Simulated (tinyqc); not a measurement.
One electron in a tunnel-coupled double dot: charge qubit, sensing and quantum capacitance: two steps of the calculation.

Basis (left, right), H = [[ep/2, tc], [tc, -ep/2]], splitting Om = sqrt(ep^2 + 4 tc^2), ep = al times the gate voltage. In equilibrium the electron is on the right with the chance P_R = [1 + (ep/Om) tanh(Om/2 kB T)]/2.

Values chosen for this exercise: tunnel coupling tc = 24 ueV; electron temperature T = 0.28 K; lever arm of the gate on the detuning al = 0.34 eV/V; parasitic capacitance of the resonator Cp = 0.78 pF; resonator frequency f0 = 560 MHz; loaded quality factor Q = 26; deviation of quasi-static detuning noise se = 5.9 ueV; detuning ep = 89.5 ueV.

Constants: q = 1.602176634e-19 C, kB = 1.380649e-23 J/K, hbar = 1.054571817e-34 J s, h = 6.62607015e-34 J s, Vt = kB T/q. Results are converted to the units shown.

Problem 1. Capacitance seen by a resonator. q^2 al^2 dP_R/d(ep) splits into Cq = q^2 al^2 (2 tc^2/Om^3) tanh(Om/2 kB T) and Ct = q^2 al^2 (ep/Om)^2/(4 kB T cosh^2(Om/2 kB T)); Ct appears only if relaxation is faster than the drive. A resonator of frequency f0, capacitance Cp and quality factor Q shifts by df = -f0 Cq/(2 Cp) and its phase by -2 Q Cq/Cp.

Give: Cq; Ct; df; phase shift.

Solution 1.

Cq = 19.77 aF
Ct = 8.601 aF
df = -7.098 kHz
phase shift = -75.52 millidegree

Problem 2. Dephasing by charge noise. Noise in ep shifts Om by (ep/Om) d + (2 tc^2/Om^3) d^2. For Gaussian d of deviation se the spread of Om is sqrt[(ep se/Om)^2 + 2 (2 tc^2 se^2/Om^3)^2], and T2* is estimated as sqrt(2) hbar/spread; Om T2*/h counts the oscillations within T2*.

Find: first-order spread; second-order spread; T2*; oscillations within T2*.

Solution 2.

first-order spread = 5.1994 ueV
second-order spread = 0.054140 ueV
T2* = 0.17902 ns
oscillations within T2* = 4.3962

At ep = 0 the first-order term vanishes and T2* would be 1.82 ns.

tinyqc, about 0.01 s, one thread, Intel Xeon 2.30GHz (shared host): `OMP_NUM_THREADS=1 python tinyqc.py 2470003 2470004 out.jsonl`
